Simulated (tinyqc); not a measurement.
On-chip interconnect, size-dependent resistivity and RC delay: course in time.

A rectangular line between two neighbours and two ground planes. Surface and grain-boundary scattering are added to the bulk resistivity as corrections; capacitances are parallel-plate values without fringing; inductance is ignored.

7 equal pi sections: series Rs = r Lw/7; node capacitances c Lw/7, halved at nodes 0 and 7, with Cl added to node 7; Rd feeds node 0. Elmore delay of node k: the sum, over the resistors on the path to k, of resistance times all capacitance downstream of it.

A 1 V step is applied behind Rd at t = 0. C dv/dt = -G v + b, with G the conductance matrix of the ladder (1/Rs between neighbours, 1/Rd added at node 0) and b = (1 V/Rd, 0, ...). Trapezoidal step: (C/dt + G/2) v(new) = (C/dt - G/2) v + b. The last column solves the same ladder exactly by its modes.

Inputs (values chosen for the exercise): driver resistance Rd = 510 ohm; time step dt = 0.29 ps.

Rs = 11.5100 ohm

```
node,C (fF)
0,0.0649929
1,0.129986
2,0.129986
3,0.129986
4,0.129986
5,0.129986
6,0.129986
7,1.06499
```

Voltages (V):
```
t (ps),node 0,node 3,node 7,"node 7, exact"
0.2900,0.3812,0.2879,0.2043,0.2206
0.5800,0.4087,0.4230,0.4215,0.4060
0.8700,0.6536,0.5858,0.5393,0.5473
1.160,0.6466,0.6682,0.6652,0.6550
1.450,0.8100,0.7579,0.7334,0.7371
1.740,0.7854,0.8103,0.8061,0.7996
2.030,0.8997,0.8575,0.8459,0.8473
2.320,0.8665,0.8926,0.8875,0.8836
2.610,0.9509,0.9151,0.9110,0.9113
2.900,0.9140,0.9402,0.9346,0.9324
3.190,0.9800,0.9485,0.9488,0.9485
3.480,0.9421,0.9677,0.9619,0.9607
```

What do the numbers show?

The far end of the ladder reaches 0.5 V at 0.7639 ps, 0.700 of its Elmore delay (ln 2 = 0.693 for a single pole); the slowest mode has a time constant of 1.067 ps. The largest error of the trapezoidal steps at that node is 16 mV. Node 0 swings up and down from step to step: the trapezoidal rule does not damp modes much faster than dt, so these swings are numerical.

tinyqc, about 0.01 s, one thread, Intel Xeon 2.30GHz (shared host): `OMP_NUM_THREADS=1 python tinyqc.py 2100007 2100008 out.jsonl`
